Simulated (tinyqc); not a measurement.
Frenkel-Kontorova chain: a misfit dislocation (kink) in a monolayer on a periodic substrate. From Peierls barrier back to spring constant k. Computed by tinyqc, a small Python program. Command: `OMP_NUM_THREADS=1 python tinyqc.py 3016102 3016103 out.jsonl fkchain inv`. One thread of a shared host (Intel(R) Xeon(R) Processor @ 2.30GHz), about 0.04 s of CPU time with the checks.

E = sum_j [(k/2)(x_(j+1) - x_j - b)^2 + (W/2)(1 - cos(2 pi x_j/a))], x_j = a (j + u_j). A kink takes u from 0 to 1: the chain is stretched by one period and has one atom fewer than wells.

Inputs (values chosen for the exercise, for a model overlayer):
```
quantity,value,unit
substrate period a,4.13,angstrom
corrugation W,4.6,eV
misfit f = (b - a)/a,0.31,-
atoms on each side n,9,-
atomic mass M,85,u
```

Relaxation: Newton steps.

Constants: nu for 1 eV/(angstrom^2 u) = 15.6333042 THz.

Method:
- l0 = sqrt(k a^2/(2 W)); kink u(j) = (2/pi) arctan exp(pi j/l0); kink energy at f = 0: E0 = (4/pi) W l0; with misfit E0 - k a^2 f; kinks become favourable at f_c = 2/(pi l0), and a coherent chain with free ends loses stability at f_m = 1/l0. Lowest vibration of the flat chain: nu0 = 15.6333042 THz x sqrt(2 pi^2 W/(a^2 M)).
- Discrete chain at f = 0, ends held at u = 0 and 1: E = (k a^2/2) sum (u_(j+1) - u_j)^2 + (W/2) sum (1 - cos 2 pi u_j), gradient g_j = k a^2 (2 u_j - u_(j-1) - u_(j+1)) + pi W sin(2 pi u_j), Hessian 2 k a^2 + 2 pi^2 W cos(2 pi u_j) on the diagonal and -k a^2 beside it.
- Start as above (continuum shape at j + 1/2, j = -n..n-1, l0 = sqrt(k a^2/(2 W))). u(new) = u - H^-1 g; stop when the largest gradient is below 1e-9 eV.
- Repeat by Newton steps with an atom at the centre (j = -n..n, u_0 = 1/2). Barrier = difference of the two energies; the lowest Hessian eigenvalue tells minimum from saddle.

Task: A run gave the result below. Find the spring constant k, known to lie between 1 and 2.4 eV/angstrom^2.

Peierls barrier = 797.2272 meV

Result:

Each step takes the trial c = (a f_b - b f_a)/(f_b - f_a), f being the result less the target and a, b, c the logarithms of the listed values; c replaces end b, the old b replaces a if the sign of f changed, and otherwise f_a is halved.

Scan of the range:
```
spring constant k (eV/angstrom^2),Peierls barrier (meV)
1.00,1894.27
1.16,1647.61
1.34,1408.64
1.55,1173.75
1.79,953.59
2.07,749.49
2.40,565.91
```

False position (Illinois rule, in the logarithm of the input) inside the bracket:
```
step,end a,end b,trial,Peierls barrier (meV)
1,1.79000,2.07000,2.00082,795.298
2,1.79000,2.00082,1.99546,798.964
3,2.00082,1.99546,1.99800,797.226
4,1.99546,1.99800,1.99800,797.227
```

Peierls barrier falls at every point of a 13-point scan of the range (every second point is shown), so one value fits; it is bracketed by 1.79 and 2.07. Answer: spring constant k = 1.998 eV/angstrom^2.

Caution: a corrugation above 1 eV is larger than real overlayers usually show; it is chosen to keep the kink narrow. Caution: for l0 below about 3 the kink spans few atoms, and the continuum kink energy is off by about 2 per cent or more.
